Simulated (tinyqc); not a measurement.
What moves lifetime and leakage: Shockley-Read-Hall recombination through one deep level.

One level at Et with degeneracy 1: tn = 1/(sn vth Nt), tp = 1/(sp_ vth Nt), n1 = Nc exp((Et - Eg)/kT), p1 = Nv exp(-Et/kT), ni^2 = n1 p1. Equilibrium n0 = Nm, p0 = ni^2/Nm; n = n0 + dn, p = p0 + dn. U = (n p - ni^2)/(tp (n + n1) + tn (p + p1)), lifetime dn/U; emission rates en = sn vth n1, ep = sp_ vth p1.

Constants: kB = 8.617333262e-05 eV/K.

Inputs chosen for the exercise (gap and densities of states near those of InP at this temperature; not measured data): Eg = 1.365 eV (gap); Nc = 4.25e+17 1/cm^3 (conduction-band density of states); Nv = 9.33e+18 1/cm^3 (valence-band density of states); T = 250 K; Et = 0.639 eV (recombination level above Ev); Nt = 2.2e+16 1/cm^3 (defects); sn = 2e-15 cm^2 (electron capture cross-section); sp_ = 2.5e-14 cm^2 (hole capture cross-section); vth = 17000000 cm/s (thermal velocity, both carriers); Nm = 2.2e+17 1/cm^3 (equilibrium electrons for the lifetime steps); dn = 1.8e+13 1/cm^3 (excess pairs).

G = Nt en ep/(en + ep). Each row changes one parameter from the base and keeps the others.

Results:
```
case                 lifetime (microsecond)  G (1/(cm^3 s))
base                              0.0001071        7.36e+11
Et = 0.679 eV                     0.0001071        4.70e+12
sn = 4e-15 cm^2                   0.0001070        1.47e+12
sp_ = 5e-14 cm^2                  5.359e-05        7.36e+11
Nt = 1.1e+16 1/cm^3               0.0002141        3.68e+11
Nm = 6.6e+17 1/cm^3               0.0001070        7.36e+11
dn = 5.4e+13 1/cm^3               0.0001073        7.36e+11
```

The largest shifts from the base row, up to three for each result and ties (the steps differ in size, so this ranks the rows, not the parameters). lifetime (microsecond): Nt +0.000107, sp_ -5.35e-05, dn +2.19e-07; unchanged at the printed digits by Et. G (1/(cm^3 s)): Et +3.96e+12, sn +7.36e+11, Nt -3.68e+11; unchanged at the printed digits by sp_, Nm and dn.

Computed by tinyqc, a small Python program: `OMP_NUM_THREADS=1 python tinyqc.py 1651156 1651157 out.jsonl` (the numbers bound the seed that draws the inputs); one thread of a shared host (Intel(R) Xeon(R) Processor @ 2.30GHz), about 0.01 s for the whole set of steps.
